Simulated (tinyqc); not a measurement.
Sampled drift against the exact one: kinetic Monte Carlo and master equation for a particle on a ring of sites with traps and bias. Computed by tinyqc, a small Python program. Command: `OMP_NUM_THREADS=1 python tinyqc.py 3030718 3030719 out.jsonl kmc walk`. One thread of a shared host (Intel(R) Xeon(R) Processor @ 2.30GHz), about 0.06 s of CPU time with the checks.

6 sites on a ring, numbered 1 to 6. The saddle between i and i+1 lies at E0 + s b_i and site i at s eps_i; a force F tilts the landscape, with the saddle half-way.

Inputs (values chosen for the exercise, for a model defect):
```
quantity,value,unit
reference barrier E0,0.81,eV
scale factor s of the disorder,1,-
attempt frequency nu,19,THz
temperature T,590,K
site spacing a,3.1,angstrom
force F along the ring,0.034,eV/angstrom
seed of the random numbers,660532,-
```

Disorder: both.

site energies eps_i (eV): [-0.078, 0, -0.028, -0.049, 0, -0.075]

saddle shifts b_i between sites i and i+1 (eV): [-0.073, -0.042, 0.026, 0.066, 0.021, -0.052]

Constants: k_B = 8.617333262e-05 eV/K.

Method:
- Rates: k(i to i+1) = nu exp(-(E0 + s b_i - s eps_i - F a/2)/(k_B T)), k(i to i-1) = nu exp(-(E0 + s b_(i-1) - s eps_i + F a/2)/(k_B T)).
- Share right = k right/(k right + k left); mean stay = 1/(k right + k left).
- Master equation dP/dt = W P, W_(i+1,i) = k right, W_(i-1,i) = k left, columns summing to zero. The steady state is its null vector; drift v = a sum P_i (k right - k left). D = a^2 lambda''(0)/2, where lambda(q) is the leading eigenvalue of W with right hops weighted by exp(q) and left hops by exp(-q).
- The slowest relaxation rate is minus the real part of the next eigenvalue of W. 1 angstrom = 1e-8 cm.
- 400 independent walkers start on sites drawn with weights P_i (k right + k left), the steady shares of hops (random numbers not printed); the estimate is total displacement over total time, with its standard error from the spread between walkers.

occupations P_i: [0.078223, 0.036545, 0.192599, 0.521733, 0.080548, 0.090352]

drift velocity v = 0.0619208 cm/s

Drift from sampling:
```
hops per walker,estimate (cm/s),standard error (cm/s),deviation in standard errors
10,0.065415,0.0019647,1.7785
30,0.062578,0.0011523,0.5701
100,0.061370,0.0005843,-0.9433
300,0.061541,0.0003190,-1.1914
1000,0.061819,0.0001817,-0.5607
3000,0.061930,0.0001083,0.0808
```

What does the comparison show, and why?

The exact drift is 0.06192 cm/s. The standard error falls by a factor 3.22 from 100 to 1000 hops (sqrt10 = 3.16), and in the last row it is 0.17 % of the drift.

Extremes, crossings and ranges named in words are read from the listed rows.
